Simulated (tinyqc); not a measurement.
Comparisons within one model: band offset from the macroscopic average of a supercell potential. A value that a table varies takes the place of the one given here.

A model of the planar-averaged electrostatic energy of an electron in a periodic cell of N1 periods of A (L1 = N1 n1 h) and N2 periods of B (L2 = N2 n2 h), on z_j = j h: V(z) = f VA + (1 - f) VB + F t(z), VA = V1[0] + V1[1] cos(2 pi z/(n1 h)) + V1[2] cos(4 pi z/(n1 h)), VB the same with V2, n2 and z - L1. f = [tanh(z/w) - tanh((z - L1)/w) + tanh((z - L1 - L2)/w)]/2 + 1/2; t(z) = z - L1/2 in A and (L1/L2)(L1 + L2/2 - z) beyond, so that the cell is periodic.

Running mean over n points, periodic: for odd n the plain mean of the n points centred on j; for even n the n + 1 points with half weight at both ends. The macroscopic average applies the mean over n1 points and then over n2 points.

dEv = Ev(A) - Ev(B) = Ev1 - (dV + Ev2); dEc = Ec(B) - Ec(A) = Eg2 - Eg1 - dEv. The correction of a gap, c = Eg[1] - Eg[0], lowers the valence top by fv c and leaves dV, a ground-state quantity, as it is. Type I: dEv and dEc of one sign; II: opposite signs; III: no overlap of the gaps.

Parameters, chosen for this exercise (gaps near those of Si and GaP; the results hold for these values, not for the real material):
```
symbol  value                 unit         meaning
h       0.3                   angstrom     grid step
n1      5                                  grid points per period of A
n2      7                                  grid points per period of B
V1      (-8.22, 4.31, 0.81)   eV           mean and two harmonics of the potential in A
V2      (-8.03, 1.88, -0.87)  eV           the same in B
w       0.53                  angstrom     width of the interfaces
N1      5                                  periods of A
N2      4                                  periods of B
F       0.008                 eV/angstrom  slope in A from opposite charges on the two interfaces
Ev1     3.89                  eV           valence top of bulk A above its mean potential
Eg1     (0.58, 1.21)          eV           gap of A: semi-local value, corrected value
Ev2     3.02                  eV           valence top of bulk B above its mean potential
Eg2     (1.55, 2.27)          eV           gap of B: semi-local value, corrected value
```

## How thick the regions must be

N1 = N2 = N, no slope (F = 0); dV is read at j = floor(N n1/2) and N n1 + floor(N n2/2). The exact value is V2[0] - V1[0].

Results:
```
N  L1 (angstrom)  dV (eV)  error (meV)
1           1.50   0.1802        -9.81
2           3.00   0.2469        56.94
3           4.50   0.1769       -13.12
4           6.00   0.1904         0.36
5           7.50   0.1900        -0.02
6           9.00   0.1900         0.00
```

The error is below 10 meV from N = 4 on. The two windows together span 3.60 angstrom and must fit between the interface tails, which fall as exp(-2 z/w); the errors at N = 2, 3 and 4 are 56.94, -13.12 and 0.36 meV.

## The choice of windows

dV read at j = 12 and 39 after means over the numbers of points listed; ripple is the spread over the five points around each.

Results:
```
windows  dV (eV)  ripple in A (meV)  ripple in B (meV)
none       4.438               8352               1007
5 only     1.086                 10               1245
7 only    -0.637               1760                  9
6 only     0.081               1030                521
6, 8       0.244                167                 30
5, 7       0.191                 10                  8
```

Which rows can be used, and how does a wrong window show?

The last row matches both periods and lies +1 meV from the value of a thick cell, V2[0] - V1[0] = 0.190 eV. Against it the raw potential errs by +4.25 eV. No other row is within 20 meV of it. A window one point too long leaves a ripple of 1030 meV in A, against 10 meV in the last row (of which the slope F makes 10 meV): the ripple is the sign to look for. Rows to use, with under 30 meV of ripple in both regions once the tilt is taken off: 5, 7. A row with a large ripple can hit the right value only by chance.

## Where the gap correction goes

dV = B - A = 0.1912 eV

fv1 and fv2 are varied.

Offsets (eV):
```
fv1  fv2    dEv     dEc
0.0  0.0  0.679   0.381
0.5  0.5  0.724   0.336
1.0  1.0  0.769   0.291
0.0  1.0  1.399  -0.339
1.0  0.0  0.049   1.011
0.3  0.7  0.994   0.066
```

dEv + dEc = 1.060 eV in every row, but dEv alone spans 1.35 eV, the sum of the two corrections. A scissor on the conduction bands alone (first row) keeps the semi-local dEv; with equal shares fv the shift is fv times the difference of the corrections, +0.09 eV, against their sum of 1.35 eV: most of the error cancels if the shares are alike.

tinyqc: `OMP_NUM_THREADS=1 python tinyqc.py 1881139 1881140 out.jsonl`; about 0.01 s, one thread, shared Intel(R) Xeon(R) Processor @ 2.30GHz.
